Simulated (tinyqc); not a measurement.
Polytypes and stacking faults of a tetrahedral semiconductor in an axial Ising model with couplings up to third neighbours: one step, computed by the program tinyqc.

Each double layer has s = +1 or -1 for the sense of its stacking step; E per pair of atoms = E0 - sum_n J_n <s_i s_(i+n)>, n = 1, 2, 3. Hexagonality h = (1 - <s_i s_(i+1)>)/2.

Problem. Back from three energies to J1, J2, J3. With d2, d4, d6 the energies of 2H, 4H, 6H over 3C: d2 = 2 J1 + 2 J3, d4 = J1 + 2 J2 + J3, d6 = (2/3) J1 + (4/3) J2 + 2 J3, so J2 = (d4 - d2/2)/2, J3 = (3/4)(d6 - (2/3) d4), J1 = d2/2 - J3.

E(2H) - E(3C) = 18.18 meV/pair

E(6H) - E(3C) = 4.494667 meV/pair

E(4H) - E(3C) = 7.502 meV/pair

Give: J1 recovered; J2 recovered; J3 recovered.

Solution.

J1 recovered = 9.47 meV/pair

J2 recovered = -0.794 meV/pair

J3 recovered = -0.38000 meV/pair
